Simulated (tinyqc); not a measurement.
Inside a calculation. Model: IGBT as a p-i-n diode in series with a MOS channel, on-state and switching loss.

Computed by the program tinyqc: `OMP_NUM_THREADS=1 python tinyqc.py 2590009 2590010 out.jsonl`, one thread of a shared Intel Xeon 2.30GHz, about 0.01 s for the whole run. Printed values are rounded.

High injection (n = p) in a drift layer from x = -W/2 (anode) to +W/2 (cathode side), recombination only in the layer with lifetime tau, ideal emitters. The channel feeds the cathode side and carries the whole current. Auger recombination, carrier-carrier scattering, emitter losses and the carrier dip under the p body are left out.

Parameters, values chosen for the exercise; material values close to those of silicon: temperature T = 400 K; band gap Eg = 1.14 eV; conduction-band density of states at T Nc = 4.39e19 cm^-3; valence-band density of states at T Nv = 4.03e19 cm^-3; electron mobility mn = 743 cm^2/(V s); hole mobility mp = 255 cm^2/(V s); width of the drift layer W = 70 um; doping of the drift layer Nd = 1.2e14 cm^-3; high-injection lifetime tau = 0.18 us; current density J = 100 A/cm^2; channel and accumulation resistance Rch = 1.7 mohm cm^2; link voltage Vdc = 400 V; turn-off energy per stored charge and link voltage ks = 0.13; switching frequency f = 20 kHz.

Constants: q = 1.602176634e-19 C, kB = 1.380649e-23 J/K, Vt = kB T/q. Results are converted to the units shown.

## Ambipolar length

b = mn/mp, B = (b - 1)/(b + 1), La = sqrt(2 Vt mn mp tau/(mn + mp)), y = W/(2 La).

b = 2.913725
B = 0.4889780
La = 15.34853 um
y = 2.280348

## Carrier profile

2 x/W, point 0 to 8: [-1, -0.75, -0.5, -0.25, 0, 0.25, 0.5, 0.75, 1]

n(x) = (tau J/(2 q La))[cosh(x/La)/sinh y - B sinh(x/La)/cosh y]. x/La = (2 x/W) y.

n, point 0 to 8 (cm^-3): [5.489762e16, 3.128571e16, 1.812000e16, 1.100451e16, 7.563399e15, 6.647682e15, 7.951607e15, 1.191055e16, 1.984639e16]

The density is 2.77 times higher at the anode than at the cathode side, since holes are the slower carriers; its smallest listed value is 55.4 times Nd.

## On-state voltage

n(x) = (tau J/(2 q La))[cosh(x/La)/sinh y - B sinh(x/La)/cosh y]. Vm = Vt [(8 b/(b + 1)^2)(sinh y/s) arctan(s sinh y) + B ln((1 + B tanh^2 y)/(1 - B tanh^2 y))], s = sqrt(1 - B^2 tanh^2 y); Vj = Vt ln(n(-W/2) n(W/2)/ni^2), ni = sqrt(Nc Nv) exp(-Eg/(2 Vt)), Eg in volts; Vc = J Rch; Von = Vm + Vj + Vc.

Vm = 0.4044726 V
Vj = 0.6470787 V
Vc = 0.17 V
Von = 1.221551 V

Vm does not depend on J, since the carrier density grows with it. Junctions, layer and channel take 53, 33 and 14 % of Von.

## Stored charge, losses and the unipolar alternative

Stored charge tau J, turn-off energy Eoff = ks tau J Vdc, loss at half duty 0.5 J Von + f Eoff. A unipolar device on the same layer has Vu = J (W/(q mn Nd) + Rch).

stored charge = 18 uC/cm^2
Eoff = 0.936 mJ/cm^2
conduction loss = 61.07757 W/cm^2
switching loss = 18.72 W/cm^2
Vu = 49.17243 V

Both losses would be equal at f = 65.3 kHz.
